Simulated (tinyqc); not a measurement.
Sputter depth profiling of a dopant layer: erosion rate, quantification and the mixing-roughness response: one step, computed by the program tinyqc.

A rastered ion beam erodes silicon (49.94 atoms per nm^3). The measured profile is the true one convolved with a depth response.

Task: Erosion and sensitivity. Scaling chosen for the exercise: yield Y = Y1 E^0.5, mixing length w = w1 E^0.5 (E in keV). Erosion rate = Y I/(e x raster^2 x density); depth step = rate x counting time; concentration = RSF x counts/matrix counts; detection limit = RSF x 3 sqrt(background x time)/(matrix rate x time).

Inputs (values chosen for the exercise, modelled on a dopant in silicon under an oxygen or caesium beam): beam energy E = 2.6 keV; beam current = 39 nA; raster side = 300 um; sputter yield at 1 keV = 1.3; mixing length at 1 keV = 2 nm; relative sensitivity factor RSF = 3.9e+20 1/cm^3; matrix count rate = 1.3e+06 1/s; background count rate = 3.5 1/s; counting time per point = 0.5 s.

True profile: box.

Constants: e = 1.602176634e-19 C.

Give: yield Y; mixing length w; erosion rate; depth step; detection limit.

Result:

yield Y = 2.096

mixing length w = 3.225 nm

erosion rate = 0.1135 nm/s

depth step = 0.05676 nm

detection limit = 2.381e+15 1/cm^3

Caution: with so few background counts Poisson statistics, not 3 sqrt(N), set the true limit.
